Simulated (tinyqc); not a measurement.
UHF in the 3-21g basis, for H3, spin multiplicity 2, step by step (part 1 of 3). Computed by tinyqc, a small Python program that keeps every step (integrals from PySCF). Settings: charge = 0, multiplicity = 2, basis = 3-21g, energy threshold = 1e-08, iteration cap = 60, orthogonalisation = canonical, start = random, DIIS depth = 0, method = UHF. Command: `OMP_NUM_THREADS=1 python tinyqc.py 24244 24245 out.jsonl` (the two numbers bound the seeds that draw the settings). One thread of a shared host (Intel(R) Xeon(R) Processor @ 2.60GHz), about 0.08 s of CPU time with the checks. Later iterations appear only in the table of the cycle.

## One-electron integrals

Geometry (angstrom):
```
atom         x         y          z
H     0.000000  0.000000   0.000000
H     0.000000  0.000000   0.815000
H     0.000000  0.000000  -0.815000
```

Basis 3-21g: exponents (1/bohr^2) and contraction coefficients of normalised primitives:
```
element  l (shell)  exponent  coefficient
H            s (1)  5.447178     0.156285
H            s (1)  0.824547     0.904691
H            s (2)  0.183192     1.000000
```

Overlap, kinetic and nuclear-attraction integrals over the contracted functions; the nuclear repulsion is the sum of Za Zb / Rab.

nuclear repulsion = 1.62324298 hartree

overlap S, order 1H 1s, 1H 2s, 2H 1s, 2H 2s, 3H 1s, 3H 2s:
$$\begin{pmatrix}
1.000000 & 0.645899 & 0.336600 & 0.451190 & 0.336600 & 0.451190 \\
0.645899 & 1.000000 & 0.451190 & 0.804717 & 0.451190 & 0.804717 \\
0.336600 & 0.451190 & 1.000000 & 0.645899 & 0.016552 & 0.153966 \\
0.451190 & 0.804717 & 0.645899 & 1.000000 & 0.153966 & 0.419346 \\
0.336600 & 0.451190 & 0.016552 & 0.153966 & 1.000000 & 0.645899 \\
0.451190 & 0.804717 & 0.153966 & 0.419346 & 0.645899 & 1.000000
\end{pmatrix}$$

kinetic energy T (hartree), order 1H 1s, 1H 2s, 2H 1s, 2H 2s, 3H 1s, 3H 2s:
$$\begin{pmatrix}
1.549405 & 0.293152 & 0.123303 & 0.155657 & 0.123303 & 0.155657 \\
0.293152 & 0.274788 & 0.155657 & 0.189098 & 0.155657 & 0.189098 \\
0.123303 & 0.155657 & 1.549405 & 0.293152 & -0.033897 & 0.003054 \\
0.155657 & 0.189098 & 0.293152 & 0.274788 & 0.003054 & 0.048469 \\
0.123303 & 0.155657 & -0.033897 & 0.003054 & 1.549405 & 0.293152 \\
0.155657 & 0.189098 & 0.003054 & 0.048469 & 0.293152 & 0.274788
\end{pmatrix}$$

nuclear attraction V (hartree), order 1H 1s, 1H 2s, 2H 1s, 2H 2s, 3H 1s, 3H 2s:
$$\begin{pmatrix}
-3.014030 & -1.598518 & -0.912828 & -1.109419 & -0.912828 & -1.109419 \\
-1.598518 & -1.738271 & -1.022632 & -1.356193 & -1.022632 & -1.356193 \\
-0.912828 & -1.022632 & -2.692122 & -1.400278 & -0.045474 & -0.358541 \\
-1.109419 & -1.356193 & -1.400278 & -1.532569 & -0.358541 & -0.728937 \\
-0.912828 & -1.022632 & -0.045474 & -0.358541 & -2.692122 & -1.400278 \\
-1.109419 & -1.356193 & -0.358541 & -0.728937 & -1.400278 & -1.532569
\end{pmatrix}$$

core Hamiltonian H = T + V (hartree), order 1H 1s, 1H 2s, 2H 1s, 2H 2s, 3H 1s, 3H 2s:
$$\begin{pmatrix}
-1.464626 & -1.305366 & -0.789524 & -0.953762 & -0.789524 & -0.953762 \\
-1.305366 & -1.463483 & -0.866976 & -1.167095 & -0.866976 & -1.167095 \\
-0.789524 & -0.866976 & -1.142718 & -1.107126 & -0.079371 & -0.355487 \\
-0.953762 & -1.167095 & -1.107126 & -1.257781 & -0.355487 & -0.680467 \\
-0.789524 & -0.866976 & -0.079371 & -0.355487 & -1.142718 & -1.107126 \\
-0.953762 & -1.167095 & -0.355487 & -0.680467 & -1.107126 & -1.257781
\end{pmatrix}$$

## Two-electron integrals

Functions are numbered as in S; the eight-fold symmetry (ij|kl) = (ji|kl) = (kl|ij) leaves the list below.

Two-electron integrals (ij|kl) in chemists' order, unique and non-zero (hartree):
```
(11|11) 1.140145   (21|11) 0.611403   (21|21) 0.345152   (22|11) 0.626370
(22|21) 0.380329   (22|22) 0.482957   (31|11) 0.309361   (31|21) 0.176470
(31|22) 0.196891   (31|31) 0.118291   (32|11) 0.305003   (32|21) 0.184965
(32|22) 0.231037   (32|31) 0.131500   (32|32) 0.167795   (33|11) 0.626061
(33|21) 0.388459   (33|22) 0.501956   (33|31) 0.309361   (33|32) 0.419489
(33|33) 1.140145   (41|11) 0.419489   (41|21) 0.237781   (41|22) 0.263814
(41|31) 0.131500   (41|32) 0.140985   (41|33) 0.305003   (41|41) 0.167795
(42|11) 0.474896   (42|21) 0.290316   (42|22) 0.375017   (42|31) 0.167860
(42|32) 0.208792   (42|33) 0.474896   (42|41) 0.208792   (42|42) 0.312748
(43|11) 0.388459   (43|21) 0.239945   (43|22) 0.312039   (43|31) 0.176470
(43|32) 0.237781   (43|33) 0.611403   (43|41) 0.184965   (43|42) 0.290316
(43|43) 0.345152   (44|11) 0.501956   (44|21) 0.312039   (44|22) 0.421254
(44|31) 0.196891   (44|32) 0.263814   (44|33) 0.626370   (44|41) 0.231037
(44|42) 0.375017   (44|43) 0.380329   (44|44) 0.482957   (51|11) 0.309361
(51|21) 0.176470   (51|22) 0.196891   (51|31) 0.071523   (51|32) 0.073235
(51|33) 0.146136   (51|41) 0.112832   (51|42) 0.135336   (51|43) 0.093716
(51|44) 0.135392   (51|51) 0.118291   (52|11) 0.305003   (52|21) 0.184965
(52|22) 0.231037   (52|31) 0.073235   (52|32) 0.079289   (52|33) 0.160311
(52|41) 0.117107   (52|42) 0.154226   (52|43) 0.103224   (52|44) 0.154300
(52|51) 0.131500   (52|52) 0.167795   (53|11) 0.017737   (53|21) 0.009733
(53|22) 0.010219   (53|31) 0.004955   (53|32) 0.004989   (53|33) 0.010339
(53|41) 0.006689   (53|42) 0.007763   (53|43) 0.006389   (53|44) 0.008244
(53|51) 0.004955   (53|52) 0.004989   (53|53) 0.000280   (54|11) 0.115983
(54|21) 0.068961   (54|22) 0.082840   (54|31) 0.028132   (54|32) 0.029963
(54|33) 0.060473   (54|41) 0.044155   (54|42) 0.056495   (54|43) 0.038803
(54|44) 0.056893   (54|51) 0.046555   (54|52) 0.056284   (54|53) 0.001885
(54|54) 0.019361   (55|11) 0.626061   (55|21) 0.388459   (55|22) 0.501956
(55|31) 0.146136   (55|32) 0.160311   (55|33) 0.324632   (55|41) 0.240736
(55|42) 0.323910   (55|43) 0.209596   (55|44) 0.319507   (55|51) 0.309361
(55|52) 0.419489   (55|53) 0.010339   (55|54) 0.135811   (55|55) 1.140145
(61|11) 0.419489   (61|21) 0.237781   (61|22) 0.263814   (61|31) 0.112832
(61|32) 0.117107   (61|33) 0.240736   (61|41) 0.160063   (61|42) 0.194570
(61|43) 0.150989   (61|44) 0.204087   (61|51) 0.131500   (61|52) 0.140985
(61|53) 0.006689   (61|54) 0.051710   (61|55) 0.305003   (61|61) 0.167795
(62|11) 0.474896   (62|21) 0.290316   (62|22) 0.375017   (62|31) 0.135336
(62|32) 0.154226   (62|33) 0.323910   (62|41) 0.194570   (62|42) 0.272791
(62|43) 0.205062   (62|44) 0.291901   (62|51) 0.167860   (62|52) 0.208792
(62|53) 0.007763   (62|54) 0.072415   (62|55) 0.474896   (62|61) 0.208792
(62|62) 0.312748   (63|11) 0.115983   (63|21) 0.068961   (63|22) 0.082840
(63|31) 0.046555   (63|32) 0.056284   (63|33) 0.135811   (63|41) 0.051710
(63|42) 0.072415   (63|43) 0.077889   (63|44) 0.088156   (63|51) 0.028132
(63|52) 0.029963   (63|53) 0.001885   (63|54) 0.011362   (63|55) 0.060473
(63|61) 0.044155   (63|62) 0.056495   (63|63) 0.019361   (64|11) 0.262666
(64|21) 0.159490   (64|22) 0.202526   (64|31) 0.082565   (64|32) 0.096884
(64|33) 0.210493   (64|41) 0.110630   (64|42) 0.157262   (64|43) 0.130852
(64|44) 0.176651   (64|51) 0.082565   (64|52) 0.096884   (64|53) 0.004285
(64|54) 0.034739   (64|55) 0.210493   (64|61) 0.110630   (64|62) 0.157262
(64|63) 0.034739   (64|64) 0.084928   (65|11) 0.388459   (65|21) 0.239945
(65|22) 0.312039   (65|31) 0.093716   (65|32) 0.103224   (65|33) 0.209596
(65|41) 0.150989   (65|42) 0.205062   (65|43) 0.135196   (65|44) 0.204812
(65|51) 0.176470   (65|52) 0.237781   (65|53) 0.006389   (65|54) 0.077889
(65|55) 0.611403   (65|61) 0.184965   (65|62) 0.290316   (65|63) 0.038803
(65|64) 0.130852   (65|65) 0.345152   (66|11) 0.501956   (66|21) 0.312039
(66|22) 0.421254   (66|31) 0.135392   (66|32) 0.154300   (66|33) 0.319507
(66|41) 0.204087   (66|42) 0.291901   (66|43) 0.204812   (66|44) 0.304437
(66|51) 0.196891   (66|52) 0.263814   (66|53) 0.008244   (66|54) 0.088156
(66|55) 0.626370   (66|61) 0.231037   (66|62) 0.375017   (66|63) 0.056893
(66|64) 0.176651   (66|65) 0.380329   (66|66) 0.482957
```

## Orthogonalisation

S = U s U^T; canonical form X = U s^(-1/2), so that X^T S X = 1. Each column of U has its largest component positive (the first on a tie).

eigenvalues of S: [0.037714, 0.250489, 0.465526, 0.572974, 1.313614, 3.359683]

X, order 1H 1s, 1H 2s, 2H 1s, 2H 2s, 3H 1s, 3H 2s:
$$\begin{pmatrix}
-0.772958 & 0.000000 & 0.149069 & 1.188364 & 0.000000 & 0.216835 \\
4.004412 & 0.000000 & -0.502172 & -0.082878 & 0.000000 & 0.285538 \\
0.226987 & -0.787344 & 0.885953 & -0.259584 & 0.512270 & 0.167313 \\
-2.211316 & 1.173110 & -0.389797 & -0.309381 & 0.343815 & 0.237814 \\
0.226987 & 0.787344 & 0.885953 & -0.259584 & -0.512270 & 0.167313 \\
-2.211316 & -1.173110 & -0.389797 & -0.309381 & -0.343815 & 0.237814
\end{pmatrix}$$

## Starting guess

The start is random orthonormal orbitals; D(s) = C_occ C_occ^T for each spin.

D(alpha) at the start, order 1H 1s, 1H 2s, 2H 1s, 2H 2s, 3H 1s, 3H 2s:
$$\begin{pmatrix}
0.201579 & -1.379302 & -0.000536 & 0.971925 & -0.159363 & 0.615184 \\
-1.379302 & 11.685068 & -0.997073 & -5.991336 & 1.542462 & -6.393895 \\
-0.000536 & -0.997073 & 0.445661 & -0.296084 & -0.200876 & 0.971185 \\
0.971925 & -5.991336 & -0.296084 & 4.879492 & -0.635807 & 2.325477 \\
-0.159363 & 1.542462 & -0.200876 & -0.635807 & 0.216912 & -0.925760 \\
0.615184 & -6.393895 & 0.971185 & 2.325477 & -0.925760 & 4.000991
\end{pmatrix}$$

D(beta) at the start, order 1H 1s, 1H 2s, 2H 1s, 2H 2s, 3H 1s, 3H 2s:
$$\begin{pmatrix}
0.183159 & -1.447200 & 0.085877 & 0.826237 & -0.183810 & 0.747493 \\
-1.447200 & 11.434790 & -0.678542 & -6.528364 & 1.452344 & -5.906185 \\
0.085877 & -0.678542 & 0.040265 & 0.387394 & -0.086182 & 0.350474 \\
0.826237 & -6.528364 & 0.387394 & 3.727181 & -0.829174 & 3.371966 \\
-0.183810 & 1.452344 & -0.086182 & -0.829174 & 0.184464 & -0.750151 \\
0.747493 & -5.906185 & 0.350474 & 3.371966 & -0.750151 & 3.050604
\end{pmatrix}$$

## Iteration 1: building the Fock matrix

J_ij = sum D_kl (ij|kl) with D = D(alpha) + D(beta), K_ij = sum D_kl (ik|jl) for each spin; F = H + J - K(s); E = tr D H + tr D J / 2 - 0.5 sum_s tr D(s) K(s) + E_nn.

Coulomb J (hartree), order 1H 1s, 1H 2s, 2H 1s, 2H 2s, 3H 1s, 3H 2s:
$$\begin{pmatrix}
1.321189 & 0.828543 & 0.445602 & 0.579925 & 0.443190 & 0.576946 \\
0.828543 & 1.147685 & 0.588570 & 0.937035 & 0.554030 & 0.891954 \\
0.445602 & 0.588570 & 1.362439 & 0.845658 & 0.021743 & 0.199803 \\
0.579925 & 0.937035 & 0.845658 & 1.158846 & 0.192577 & 0.481277 \\
0.443190 & 0.554030 & 0.021743 & 0.192577 & 1.267645 & 0.772637 \\
0.576946 & 0.891954 & 0.199803 & 0.481277 & 0.772637 & 1.043985
\end{pmatrix}$$

exchange K(alpha) (hartree), order 1H 1s, 1H 2s, 2H 1s, 2H 2s, 3H 1s, 3H 2s:
$$\begin{pmatrix}
0.150026 & 0.150857 & 0.028203 & 0.133797 & 0.076701 & 0.070932 \\
0.150857 & 0.207447 & 0.046572 & 0.202930 & 0.106038 & 0.107370 \\
0.028203 & 0.046572 & 0.148086 & 0.144920 & -0.035066 & -0.012666 \\
0.133797 & 0.202930 & 0.144920 & 0.326570 & 0.018401 & 0.047652 \\
0.076701 & 0.106038 & -0.035066 & 0.018401 & 0.187339 & 0.112058 \\
0.070932 & 0.107370 & -0.012666 & 0.047652 & 0.112058 & 0.111087
\end{pmatrix}$$

exchange K(beta) (hartree), order 1H 1s, 1H 2s, 2H 1s, 2H 2s, 3H 1s, 3H 2s:
$$\begin{pmatrix}
0.032925 & 0.045879 & -0.009266 & 0.010967 & 0.063637 & 0.042338 \\
0.045879 & 0.077966 & -0.001559 & 0.034362 & 0.093766 & 0.067853 \\
-0.009266 & -0.001559 & 0.118432 & 0.077083 & -0.037454 & -0.023748 \\
0.010967 & 0.034362 & 0.077083 & 0.082483 & 0.010850 & 0.011449 \\
0.063637 & 0.093766 & -0.037454 & 0.010850 & 0.178027 & 0.096841 \\
0.042338 & 0.067853 & -0.023748 & 0.011449 & 0.096841 & 0.071967
\end{pmatrix}$$

F(alpha) (hartree), order 1H 1s, 1H 2s, 2H 1s, 2H 2s, 3H 1s, 3H 2s:
$$\begin{pmatrix}
-0.293463 & -0.627680 & -0.372126 & -0.507634 & -0.423035 & -0.447748 \\
-0.627680 & -0.523245 & -0.324978 & -0.432990 & -0.418984 & -0.382510 \\
-0.372126 & -0.324978 & 0.071635 & -0.406388 & -0.022561 & -0.143018 \\
-0.507634 & -0.432990 & -0.406388 & -0.425504 & -0.181310 & -0.246842 \\
-0.423035 & -0.418984 & -0.022561 & -0.181310 & -0.062412 & -0.446547 \\
-0.447748 & -0.382510 & -0.143018 & -0.246842 & -0.446547 & -0.324883
\end{pmatrix}$$

F(beta) (hartree), order 1H 1s, 1H 2s, 2H 1s, 2H 2s, 3H 1s, 3H 2s:
$$\begin{pmatrix}
-0.176362 & -0.522702 & -0.334656 & -0.384804 & -0.409971 & -0.419154 \\
-0.522702 & -0.393764 & -0.276847 & -0.264422 & -0.406712 & -0.342994 \\
-0.334656 & -0.276847 & 0.101289 & -0.338551 & -0.020173 & -0.131935 \\
-0.384804 & -0.264422 & -0.338551 & -0.181417 & -0.173760 & -0.210639 \\
-0.409971 & -0.406712 & -0.020173 & -0.173760 & -0.053100 & -0.431329 \\
-0.419154 & -0.342994 & -0.131935 & -0.210639 & -0.431329 & -0.285763
\end{pmatrix}$$

total energy of this density = 0.83821329 hartree

## Iteration 1: diagonalisation and new density

Diagonalise F' = X^T F X, C = X C', fill 2 alpha and 1 beta electrons from the bottom; D(s) = C_occ C_occ^T. Each column has its largest component positive (the first on a tie).

F' = X^T F X (alpha) (hartree):
$$\begin{pmatrix}
0.519636 & -0.074084 & 0.156158 & -0.469756 & 0.122460 & -0.041627 \\
-0.074084 & 0.656903 & 0.028983 & -0.037619 & -0.300028 & -0.122021 \\
0.156158 & 0.028983 & 0.795130 & -0.144829 & 0.044576 & -0.017331 \\
-0.469756 & -0.037619 & -0.144829 & 0.514283 & -0.015751 & -0.203914 \\
0.122460 & -0.300028 & 0.044576 & -0.015751 & -0.202286 & 0.022912 \\
-0.041627 & -0.122021 & -0.017331 & -0.203914 & 0.022912 & -0.637297
\end{pmatrix}$$

orbital energies (alpha) (hartree): MO1 -0.700299, MO2 -0.310208, MO3 0.087525, MO4 0.645603, MO5 0.783104, MO6 1.140644

coefficients C (alpha), order 1H 1s, 1H 2s, 2H 1s, 2H 2s, 3H 1s, 3H 2s:
$$\begin{pmatrix}
0.372685 & 0.043476 & 0.180083 & -0.858810 & 0.126320 & -1.073399 \\
0.727966 & -0.520246 & 2.685390 & 1.712001 & -0.728460 & 2.214132 \\
0.067617 & 0.216506 & -0.141926 & -0.807999 & -0.556029 & 0.883472 \\
0.001461 & 0.989514 & -1.596150 & 0.085372 & 1.076587 & -1.412573 \\
0.230304 & -0.307072 & -0.028574 & -0.186091 & 1.107656 & 0.635975 \\
-0.217602 & -0.327824 & -1.975970 & -0.615373 & -0.804247 & -1.266394
\end{pmatrix}$$

F' = X^T F X (beta) (hartree):
$$\begin{pmatrix}
0.579627 & -0.076011 & 0.169304 & -0.443586 & 0.125741 & -0.056035 \\
-0.076011 & 0.849194 & -0.058914 & -0.010791 & -0.207519 & -0.013427 \\
0.169304 & -0.058914 & 0.856266 & -0.150786 & 0.005267 & -0.085029 \\
-0.443586 & -0.010791 & -0.150786 & 0.583932 & -0.005379 & -0.170634 \\
0.125741 & -0.207519 & 0.005267 & -0.005379 & -0.145702 & 0.078729 \\
-0.056035 & -0.013427 & -0.085029 & -0.170634 & 0.078729 & -0.525492
\end{pmatrix}$$

orbital energies (beta) (hartree): MO1 -0.590846, MO2 -0.185171, MO3 0.174796, MO4 0.713774, MO5 0.875742, MO6 1.209528

coefficients C (beta), order 1H 1s, 1H 2s, 2H 1s, 2H 2s, 3H 1s, 3H 2s:
$$\begin{pmatrix}
0.343376 & 0.149354 & 0.198689 & -0.862820 & 0.379650 & -1.005300 \\
0.751820 & -0.501671 & 2.702480 & 1.925833 & -0.444121 & 2.085548 \\
0.093468 & 0.388088 & -0.112467 & -0.439675 & 0.658752 & 1.007412 \\
-0.233460 & 0.882618 & -1.588805 & -0.376558 & -0.830262 & -1.581005 \\
0.290427 & -0.288909 & -0.056062 & -0.617633 & -1.000009 & 0.511563 \\
-0.066446 & -0.201444 & -1.968304 & -0.277821 & 1.254585 & -1.057423
\end{pmatrix}$$

D(alpha) after iteration 1, order 1H 1s, 1H 2s, 2H 1s, 2H 2s, 3H 1s, 3H 2s:
$$\begin{pmatrix}
0.140784 & 0.248684 & 0.034613 & 0.043564 & 0.072481 & -0.095349 \\
0.248684 & 0.800590 & -0.063413 & -0.513727 & 0.327406 & 0.012142 \\
0.034613 & -0.063413 & 0.051447 & 0.214334 & -0.050910 & -0.085689 \\
0.043564 & -0.513727 & 0.214334 & 0.979140 & -0.303516 & -0.324704 \\
0.072481 & 0.327406 & -0.050910 & -0.303516 & 0.147333 & 0.050551 \\
-0.095349 & 0.012142 & -0.085689 & -0.324704 & 0.050551 & 0.154819
\end{pmatrix}$$

D(beta) after iteration 1, order 1H 1s, 1H 2s, 2H 1s, 2H 2s, 3H 1s, 3H 2s:
$$\begin{pmatrix}
0.117907 & 0.258157 & 0.032095 & -0.080165 & 0.099726 & -0.022816 \\
0.258157 & 0.565233 & 0.070271 & -0.175520 & 0.218349 & -0.049956 \\
0.032095 & 0.070271 & 0.008736 & -0.021821 & 0.027146 & -0.006211 \\
-0.080165 & -0.175520 & -0.021821 & 0.054504 & -0.067803 & 0.015513 \\
0.099726 & 0.218349 & 0.027146 & -0.067803 & 0.084348 & -0.019298 \\
-0.022816 & -0.049956 & -0.006211 & 0.015513 & -0.019298 & 0.004415
\end{pmatrix}$$

## Iteration 2: building the Fock matrix

As before.

Coulomb J (hartree), order 1H 1s, 1H 2s, 2H 1s, 2H 2s, 3H 1s, 3H 2s:
$$\begin{pmatrix}
2.119364 & 1.250506 & 0.642677 & 0.858460 & 0.691905 & 0.877681 \\
1.250506 & 1.515835 & 0.740993 & 1.165992 & 0.806457 & 1.198228 \\
0.642677 & 0.740993 & 1.645422 & 1.004816 & 0.034236 & 0.265326 \\
0.858460 & 1.165992 & 1.004816 & 1.312834 & 0.285599 & 0.635659 \\
0.691905 & 0.806457 & 0.034236 & 0.285599 & 1.845276 & 1.098710 \\
0.877681 & 1.198228 & 0.265326 & 0.635659 & 1.098710 & 1.370187
\end{pmatrix}$$

exchange K(alpha) (hartree), order 1H 1s, 1H 2s, 2H 1s, 2H 2s, 3H 1s, 3H 2s:
$$\begin{pmatrix}
0.702778 & 0.582332 & 0.326137 & 0.434940 & 0.383010 & 0.439775 \\
0.582332 & 0.573066 & 0.354418 & 0.457316 & 0.396506 & 0.443482 \\
0.326137 & 0.354418 & 0.535286 & 0.475059 & 0.014005 & 0.121207 \\
0.434940 & 0.457316 & 0.475059 & 0.512327 & 0.142413 & 0.237755 \\
0.383010 & 0.396506 & 0.014005 & 0.142413 & 0.621823 & 0.488177 \\
0.439775 & 0.443482 & 0.121207 & 0.237755 & 0.488177 & 0.459035
\end{pmatrix}$$

exchange K(beta) (hartree), order 1H 1s, 1H 2s, 2H 1s, 2H 2s, 3H 1s, 3H 2s:
$$\begin{pmatrix}
0.637227 & 0.516384 & 0.230578 & 0.340063 & 0.386336 & 0.426085 \\
0.516384 & 0.470081 & 0.203717 & 0.306813 & 0.371245 & 0.402230 \\
0.230578 & 0.203717 & 0.141705 & 0.156214 & 0.112049 & 0.149286 \\
0.340063 & 0.306813 & 0.156214 & 0.212720 & 0.210741 & 0.247583 \\
0.386336 & 0.371245 & 0.112049 & 0.210741 & 0.423118 & 0.365211 \\
0.426085 & 0.402230 & 0.149286 & 0.247583 & 0.365211 & 0.366839
\end{pmatrix}$$

F(alpha) (hartree), order 1H 1s, 1H 2s, 2H 1s, 2H 2s, 3H 1s, 3H 2s:
$$\begin{pmatrix}
-0.048040 & -0.637192 & -0.472985 & -0.530242 & -0.480629 & -0.515857 \\
-0.637192 & -0.520714 & -0.480401 & -0.458419 & -0.457025 & -0.412350 \\
-0.472985 & -0.480401 & -0.032582 & -0.577370 & -0.059140 & -0.211368 \\
-0.530242 & -0.458419 & -0.577370 & -0.457274 & -0.212301 & -0.282563 \\
-0.480629 & -0.457025 & -0.059140 & -0.212301 & 0.080735 & -0.496593 \\
-0.515857 & -0.412350 & -0.211368 & -0.282563 & -0.496593 & -0.346629
\end{pmatrix}$$

F(beta) (hartree), order 1H 1s, 1H 2s, 2H 1s, 2H 2s, 3H 1s, 3H 2s:
$$\begin{pmatrix}
0.017511 & -0.571244 & -0.377426 & -0.435364 & -0.483956 & -0.502167 \\
-0.571244 & -0.417729 & -0.329700 & -0.307916 & -0.431764 & -0.371097 \\
-0.377426 & -0.329700 & 0.360999 & -0.258525 & -0.157184 & -0.239447 \\
-0.435364 & -0.307916 & -0.258525 & -0.157666 & -0.280630 & -0.292392 \\
-0.483956 & -0.431764 & -0.157184 & -0.280630 & 0.279440 & -0.373627 \\
-0.502167 & -0.371097 & -0.239447 & -0.292392 & -0.373627 & -0.254433
\end{pmatrix}$$

total energy of this density = -1.47806606 hartree
